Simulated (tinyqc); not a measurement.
Inside a calculation. Model: voltage acceleration of oxide breakdown, four models on the same data.

Numbers from tinyqc (`OMP_NUM_THREADS=1 python tinyqc.py 2070117 2070118 out.jsonl`; about 0.01 s on one thread of a shared Intel Xeon 2.30GHz). Printed values are rounded.

Field E = V/tox in MV/cm. Models: ln(t63/1 s) = a - c X with X = E (E model), -1/E (1/E model), ln V (power law, c the exponent n) or sqrt(E).

Inputs (values chosen for the exercise): oxide thickness tox = 5.2 nm; use voltage Vu = 2.9 V; stress temperature Ts = 373 K; use temperature Tu = 358 K; activation energy Ea = 0.87 eV; factor for area and percentile ks = 1.9e-6.

Constants: q = 1.602176634e-19 C, kB = 1.380649e-23 J/K. Results are converted to the units shown.

Range of the model: All four laws are empirical fits; none is established far below the stress range.

## Fitting the models

```
stress	V (V)	t63 (s)
0	5.05	23060
1	5.72	830
2	6.55	13.51
```

The three stress times were made with the E model, c = 2.58, and are treated as data. For each model fit ln t63 on X by least squares over the three points.

```
model	c	a	largest misfit in ln t63 (0: below 0.002)
E	2.58004	35.1019	0.000000
1/E	315.298	-22.2635	0.321426
power	28.6421	56.5121	0.160306
sqrt E	17.2108	63.7234	0.079846
```

The worst misfit of any model is 0.32 in ln t63, a factor of 1.38 in time, comparable to the scatter of t63 from small samples, so such data hardly tell the models apart.

## Projection to use conditions

Project to Vu, multiply by exp[(Ea q/kB)(1/Tu - 1/Ts)] and by ks; ten years are 3.15576e8 s. The largest voltage for ten years solves the same relation for V.

temperature factor = 3.10833

```
model	lifetime (years)	largest voltage for ten years (V)
E	1.85281e-4	0.703894
1/E	143.433	3.04337
power	0.0372397	2.38557
sqrt E	0.00197398	1.81045
```

The lifetimes span 5.89 decades, from the E model (most cautious) to the 1/E model; the allowed voltage spans 0.704 to 3.04 V. 1 of the four models pass ten years at Vu.
